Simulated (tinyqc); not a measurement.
Worked calculation: coupled-perturbed Hartree-Fock on RHF in the sto-3g basis, for H4, spin multiplicity 1. One step of it, computed by the program tinyqc.

Question. Integrals over molecular orbitals. (pq|rs) = sum C_ip C_jq C_kr C_ls (ij|kl), one index at a time.

coefficients C:
```
,MO1,MO2,MO3,MO4
1H 1s,0.332668,0.456292,0.806575,-0.792875
2H 1s,0.397079,0.396011,-0.659182,1.015287
3H 1s,0.397079,-0.396011,-0.659182,-1.015287
4H 1s,0.332668,-0.456292,0.806575,0.792875
```

core Hamiltonian H = T + V (hartree):
```
,1H 1s,2H 1s,3H 1s,4H 1s
1H 1s,-1.480811,-1.158883,-0.180736,-0.039208
2H 1s,-1.158883,-1.689299,-0.617238,-0.180736
3H 1s,-0.180736,-0.617238,-1.689299,-1.158883
4H 1s,-0.039208,-0.180736,-1.158883,-1.480811
```

Two-electron integrals (ij|kl) in chemists' order, unique and non-zero (hartree):
```
i,j,k,l,(ij|kl)
1,1,1,1,0.774606
2,1,1,1,0.394619
2,1,2,1,0.241815
2,2,1,1,0.536705
2,2,2,1,0.394619
2,2,2,2,0.774606
3,1,1,1,0.037687
3,1,2,1,0.025814
3,1,2,2,0.048289
3,1,3,1,0.003596
3,2,1,1,0.107424
3,2,2,1,0.081573
3,2,2,2,0.171042
3,2,3,1,0.013464
3,2,3,2,0.055218
3,3,1,1,0.239940
3,3,2,1,0.178165
3,3,2,2,0.374044
3,3,3,1,0.037687
3,3,3,2,0.171042
3,3,3,3,0.774606
4,1,1,1,0.006060
4,1,2,1,0.004335
4,1,2,2,0.008490
4,1,3,1,0.000674
4,1,3,2,0.002665
4,1,3,3,0.008490
4,1,4,1,0.000134
4,2,1,1,0.024179
4,2,2,1,0.018117
4,2,2,2,0.037687
4,2,3,1,0.003199
4,2,3,2,0.013464
4,2,3,3,0.048289
4,2,4,1,0.000674
4,2,4,2,0.003596
4,3,1,1,0.122178
4,3,2,1,0.087911
4,3,2,2,0.178165
4,3,3,1,0.018117
4,3,3,2,0.081573
4,3,3,3,0.394619
4,3,4,1,0.004335
4,3,4,2,0.025814
4,3,4,3,0.241815
4,4,1,1,0.174522
4,4,2,1,0.122178
4,4,2,2,0.239940
4,4,3,1,0.024179
4,4,3,2,0.107424
4,4,3,3,0.536705
4,4,4,1,0.006060
4,4,4,2,0.037687
4,4,4,3,0.394619
4,4,4,4,0.774606
```

Give: one-electron integrals over orbitals h = C^T H C; Two-electron integrals over orbitals.

Answer.

one-electron integrals over orbitals h = C^T H C (hartree):
```
,1,2,3,4
1,-1.772,0.000,0.121,0.000
2,0.000,-1.644,0.000,-0.111
3,0.121,0.000,-1.133,0.000
4,0.000,-0.111,0.000,-0.873
```

Two-electron integrals over orbitals (pq|rs), unique and non-zero (hartree):
```
p,q,r,s,(pq|rs)
1,1,1,1,0.461
2,1,2,1,0.202
2,2,1,1,0.450
2,2,2,2,0.459
3,1,1,1,-0.047
3,1,2,2,-2.48e-03
3,1,3,1,0.104
3,2,2,1,0.070
3,2,3,2,0.101
3,3,1,1,0.448
3,3,2,2,0.448
3,3,3,1,-0.014
3,3,3,3,0.466
4,1,2,1,0.022
4,1,3,2,-0.073
4,1,4,1,0.087
4,2,1,1,0.057
4,2,2,2,0.019
4,2,3,1,-0.101
4,2,3,3,0.016
4,2,4,2,0.107
4,3,2,1,-0.193
4,3,3,2,-0.071
4,3,4,1,-0.019
4,3,4,3,0.206
4,4,1,1,0.481
4,4,2,2,0.471
4,4,3,1,-0.051
4,4,3,3,0.483
4,4,4,2,0.063
4,4,4,4,0.529
```
